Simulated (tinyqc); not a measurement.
Capacitance measurement on a leaky thin oxide: effects of series resistance and leakage: effect of the series resistance.

The device is a capacitance C in parallel with a leakage conductance G, in series with Rs and Ls. An impedance meter reports either a parallel pair (Cp, Gp) from Y = 1/Z = Gp + i w Cp or a series pair (Cs, Rm) from Z = Rm + 1/(i w Cs); w = 2 pi f, dissipation D = Gp/(w |Cp|).

EOT = 3.9 tox/eox; CET = EOT + zc + zp; C = 3.9 eps0 A/CET; G = Jg A/Vs. Z = Rs + i w Ls + 1/(G + i w C); CET read from Cp = 3.9 eps0 A/Cp; errors under 0.001 % are printed as 0.

Inputs (values chosen for the exercise); values of the order met in thin-oxide MOS capacitors: relative permittivity of the gate insulator (close to hafnium oxide) eox = 22.2; insulator thickness tox = 9.6 nm; gate area A = 10000 um^2; oxide-equivalent thickness added by the accumulation layer zc = 0.39 nm; oxide-equivalent thickness added by gate depletion zp = 0 nm; gate leakage current density, not matched to the thickness Jg = 8.9 A/cm^2; voltage for an e-fold rise of the leakage Vs = 0.3 V; series inductance Ls = 0 nH; measuring frequency f = 50000 Hz.

Constants: eps0 = 8.8541878128e-14 F/cm where lengths are in cm. Results are converted to the units shown.

The same in every row: C (pF) = 166.30; Cs (pF) = 5.3640e5.

Result of one run:
```
Rs (ohm),Cp (pF),D,error of Cp (%),error of Cs (%),CET read from Cp (nm)
1,165.31,56.954,-0.591,3.22e5,2.0888
```

What becomes of these results when the series resistance Rs is changed from 1 to 100 ohm, all else the same?

Result of the changed run:
```
Rs (ohm),Cp (pF),D,error of Cp (%),error of Cs (%),CET read from Cp (nm)
100,98.906,73.637,-40.5,3.22e5,3.4913
```

The whole series:
```
Rs (ohm),Cp (pF),D,error of Cp (%),error of Cs (%),CET read from Cp (nm)
1,165.31,56.954,-0.591,3.22e5,2.0888
3,163.38,57.291,-1.76,3.22e5,2.1136
10,156.85,58.470,-5.68,3.22e5,2.2015
30,140.23,61.841,-15.7,3.22e5,2.4626
100,98.906,73.637,-40.5,3.22e5,3.4913
300,46.551,107.34,-72.0,3.22e5,7.4179
1000,10.567,225.30,-93.6,3.22e5,32.678
3000,1.6963,562.33,-99.0,3.22e5,203.57
```

As Rs goes from 1 to 3000, the error of Cp goes from -0.591 to -99.0 %, that of Cs from 3.22e5 to 3.22e5 %, and D rises from 57.0 to 562. The CET read from Cp goes from 2.09 to 204 nm against the true 2.08 nm. Rs does not enter the imaginary part of Z, so Cs does not depend on it. In every row D exceeds 1, where the accuracy of real meters degrades in proportion to sqrt(1 + D^2).

Program tinyqc, `OMP_NUM_THREADS=1 python tinyqc.py 2022096 2022097 out.jsonl`; Intel Xeon 2.30GHz, shared host, one thread, about 0.01 s.
